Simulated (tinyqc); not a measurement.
Reduced doping and fringe capacitance from two biases.

Question. C = eps0 eps_r hr/W + Cf with W = sqrt(2 eps0 eps_r (Vb + V)/(q Nr)), 1/Nr = 1/Na + 1/Nd. Find Cf, W at zero bias and Nr.

Parameters, values chosen for the exercise; values close to those of silicon near 1550 nm:
```
symbol,value,unit,meaning
eps_r,11.7,,relative permittivity of the semiconductor
Vb,0.92,V,built-in voltage
hr,310,nm,rib height
```

Constants: q = 1.602176634e-19 C, eps0 = 8.8541878128e-14 F/cm where lengths are in cm. Results are converted to the units shown.

C at V = 0 and 3 V (pF/m): [548.45040, 296.11529]

Solution. C is linear in (Vb + V)^(-1/2); the intercept is Cf.

Cf = 59.0 pF/m
W(0) = 65.6 nm
Nr = 2.76e17 cm^-3

Numbers from tinyqc (`OMP_NUM_THREADS=1 python tinyqc.py 2650006 2650007 out.jsonl`; about 0.01 s on one thread of a shared Intel Xeon 2.30GHz).
